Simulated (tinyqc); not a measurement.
Minority carriers and saturation current of a heavily doped emitter: two steps of the calculation.

n-type, parabolic bands, full ionisation. eta = (EF - Ec)/kB T solves N = Nc F12(eta), F12(x) = (2/sqrt(pi)) int_0^infinity sqrt(u)/(1 + exp(u - x)) du. The gap shrinks rigidly by dEg = a3 y^(1/3) + a4 y^(1/4) + a2 y^(1/2), y = N/1e18 cm^-3, an empirical law that is here taken as the true narrowing.

Values chosen for this exercise; band and dielectric values those of a made-up semiconductor:
- T = 300 K (temperature)
- Eg = 0.994 eV (band gap)
- Nc = 3.22e19 cm^-3 (conduction-band density of states at 300 K)
- Nv = 2.12e19 cm^-3 (valence-band density of states at 300 K)
- N = 2e20 cm^-3 (ionised donor density)
- a3 = 15.2 meV (coefficient of (N/1e18)^(1/3))
- a4 = 7 meV (coefficient of (N/1e18)^(1/4))
- a2 = 2 meV (coefficient of (N/1e18)^(1/2))
- mup = 240 cm^2/(V s) (minority-hole mobility)
- Cn = 2.4e-31 cm^6/s (Auger coefficient)
- ts = 0.97 us (defect lifetime)
- W = 640 nm (emitter width)
- S = 10000 cm/s (recombination velocity at the contact)

Constants: q = 1.602176634e-19 C, kB = 1.380649e-23 J/K, Vt = kB T/q. Results are converted to the units shown.

Question 1. Effective intrinsic density. ni = sqrt(Nc Nv) exp(-Eg/(2 Vt)), Eg in volts; degeneracy factor g = F12(eta) exp(-eta); nie^2 = ni^2 exp(dEg/kB T) g, p0 = nie^2/N; apparent narrowing dEg + kB T ln g.

converged eta = 3.8612136

Wanted: ni; dEg; g; apparent narrowing; nie; p0.

Answer 1.

ni = 1.1691e11 cm^-3
dEg = 143.50 meV
g = 0.13070
apparent narrowing = 90.893 meV
nie = 6.7816e11 cm^-3
p0 = 2299.5 cm^-3

Narrowing multiplies p0 by 257 and degeneracy by 0.131.

Question 2. Saturation current. 1/tau = Cn N^2 + 1/ts, D = mup Vt, L = sqrt(D tau); J0 = (q p0 D/L)(s + tanh(W/L))/(1 + s tanh(W/L)), s = S L/D; the share recombining inside is 1 - 1/[cosh(W/L)(1 + tanh(W/L)/s)].

p0 = 2299.5241 cm^-3

Give: tau; L; s; J0; share recombining inside.

Answer 2.

tau = 0.1042 ns
L = 254.2 nm
s = 0.04097
J0 = 8.885e4 fA/cm^2
share recombining inside = 99.36 %

The emitter is opaque: W exceeds two diffusion lengths, and the contact matters little.

Range of the model: Band tails, non-parabolic bands and incomplete ionisation are left out.

Program tinyqc, `OMP_NUM_THREADS=1 python tinyqc.py 2330117 2330118 out.jsonl`; Intel Xeon 2.30GHz, shared host, one thread, about 0.01 s.
